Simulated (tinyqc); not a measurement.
Inside a calculation. Method: extended Hueckel theory, for H6. One step of it, computed by the program tinyqc.

Question. Wolfsberg-Helmholz matrix. H_ij = K' S_ij (H_ii + H_jj)/2 for i != j (the diagonal keeps H_ii), with K' = K + D^2 + D^4 (1 - K), D = (H_ii - H_jj)/(H_ii + H_jj), K = 1.5.

overlap S:
```
          1H 1s     2H 1s     3H 1s     4H 1s     5H 1s     6H 1s
1H 1s  1.000000  0.596538  0.151373  0.037535  0.005801  0.001060
2H 1s  0.596538  1.000000  0.488058  0.151126  0.027458  0.005801
3H 1s  0.151373  0.488058  1.000000  0.595869  0.151126  0.037535
4H 1s  0.037535  0.151126  0.595869  1.000000  0.488058  0.151373
5H 1s  0.005801  0.027458  0.151126  0.488058  1.000000  0.596538
6H 1s  0.001060  0.005801  0.037535  0.151373  0.596538  1.000000
```

diagonal H_ii (eV): 1H 1s -13.600000, 2H 1s -13.600000, 3H 1s -13.600000, 4H 1s -13.600000, 5H 1s -13.600000, 6H 1s -13.600000

K = 1.500000

Give: H.

Answer.

H (eV):
```
          1H 1s     2H 1s     3H 1s     4H 1s     5H 1s     6H 1s
1H 1s  -13.6000  -12.1694   -3.0880   -0.7657   -0.1183   -0.0216
2H 1s  -12.1694  -13.6000   -9.9564   -3.0830   -0.5602   -0.1183
3H 1s   -3.0880   -9.9564  -13.6000  -12.1557   -3.0830   -0.7657
4H 1s   -0.7657   -3.0830  -12.1557  -13.6000   -9.9564   -3.0880
5H 1s   -0.1183   -0.5602   -3.0830   -9.9564  -13.6000  -12.1694
6H 1s   -0.0216   -0.1183   -0.7657   -3.0880  -12.1694  -13.6000
```
